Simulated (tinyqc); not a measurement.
Inside a calculation. Method: Pariser-Parr-Pople SCF with singles CI, for the molecule C=Cc1cccc(Cl)c1 (SMILES; centres numbered as the heavy atoms are written). One step of it, computed by the program tinyqc.

Question. Iteration 3: orbitals and new P. Diagonalise F (the basis is taken as orthonormal) and form P = 2 sum c c over the lowest orbitals; 0.5 of the old P is kept.

F (eV):
```
            1C         2C         3C         4C         5C         6C         7C         8Cl
1C   -5.493946  -6.041983  -0.005626   0.408573   0.006643  -0.235613   0.003271   -0.033799
2C   -6.041983  -5.392231  -3.935180  -0.012928   0.077903   0.004939   0.055766   -0.003468
3C   -0.005626  -3.935180  -5.208209  -4.847639  -0.026913   0.698193  -0.009035    0.078373
4C    0.408573  -0.012928  -4.847639  -5.417697  -5.071446   0.112893   0.705120   -0.265707
5C    0.006643   0.077903  -0.026913  -5.071446  -5.197903  -5.071846  -0.010186    0.087086
6C   -0.235613   0.004939   0.698193   0.112893  -5.071846  -5.651364  -4.881933    0.514445
7C    0.003271   0.055766  -0.009035   0.705120  -0.010186  -4.881933  -5.668896   -3.025410
8Cl  -0.033799  -0.003468   0.078373  -0.265707   0.087086   0.514445  -3.025410  -13.219301
9C    0.570443  -0.012441  -4.921346   0.120214   0.723778  -0.095481  -4.925401    0.515928

            9C
1C    0.570443
2C   -0.012441
3C   -4.921346
4C    0.120214
5C    0.723778
6C   -0.095481
7C   -4.925401
8Cl   0.515928
9C   -5.644531
```

pi electrons, sum of z_r less the charge = 10

P after iteration 2:
```
            1C         2C         3C         4C         5C         6C         7C        8Cl
1C    1.009077   0.927420   0.002148  -0.222650  -0.004631   0.170513  -0.001997   0.024346
2C    0.927420   0.992696   0.369369   0.004935  -0.042447  -0.003014  -0.030386   0.002406
3C    0.002148   0.369369   0.983880   0.610912   0.010272  -0.299078   0.003449  -0.042356
4C   -0.222650   0.004935   0.610912   1.044672   0.670191  -0.043091  -0.302034   0.161110
5C   -0.004631  -0.042447   0.010272   0.670191   0.982402   0.670281   0.003888  -0.047062
6C    0.170513  -0.003014  -0.299078  -0.043091   0.670281   1.063993   0.619991  -0.193079
7C   -0.001997  -0.030386   0.003449  -0.302034   0.003888   0.619991   0.988723   0.341187
8Cl   0.024346   0.002406  -0.042356   0.161110  -0.047062  -0.193079   0.341187   1.871934
9C   -0.244361   0.004749   0.630437  -0.045882  -0.310017   0.036444   0.631526  -0.193648

            9C
1C   -0.244361
2C    0.004749
3C    0.630437
4C   -0.045882
5C   -0.310017
6C    0.036444
7C    0.631526
8Cl  -0.193648
9C    1.062623
```

Give: orbital energies; P after iteration 3.

Answer.

orbital energies (eV): -15.4698  -14.0568  -12.4789  -10.8351  -10.1350  -0.6253  0.4627  1.9327  4.3114

P after iteration 3:
```
          1C       2C       3C       4C       5C       6C       7C      8Cl
1C    1.0084   0.9319   0.0026  -0.2170  -0.0046   0.1648  -0.0024   0.0175
2C    0.9319   0.9931   0.3586   0.0049  -0.0404  -0.0030  -0.0274   0.0030
3C    0.0026   0.3586   0.9825   0.6153   0.0104  -0.3036   0.0044  -0.0330
4C   -0.2170   0.0049   0.6153   1.0370   0.6723  -0.0343  -0.3100   0.1376
5C   -0.0046  -0.0404   0.0104   0.6723   0.9806   0.6677   0.0049  -0.0363
6C    0.1648  -0.0030  -0.3036  -0.0343   0.6677   1.0570   0.6297  -0.1754
7C   -0.0024  -0.0274   0.0044  -0.3100   0.0049   0.6297   0.9845   0.3025
8Cl   0.0175   0.0030  -0.0330   0.1376  -0.0363  -0.1754   0.3025   1.9013
9C   -0.2372   0.0045   0.6310  -0.0372  -0.3132   0.0276   0.6395  -0.1761

          9C
1C   -0.2372
2C    0.0045
3C    0.6310
4C   -0.0372
5C   -0.3132
6C    0.0276
7C    0.6395
8Cl  -0.1761
9C    1.0556
```
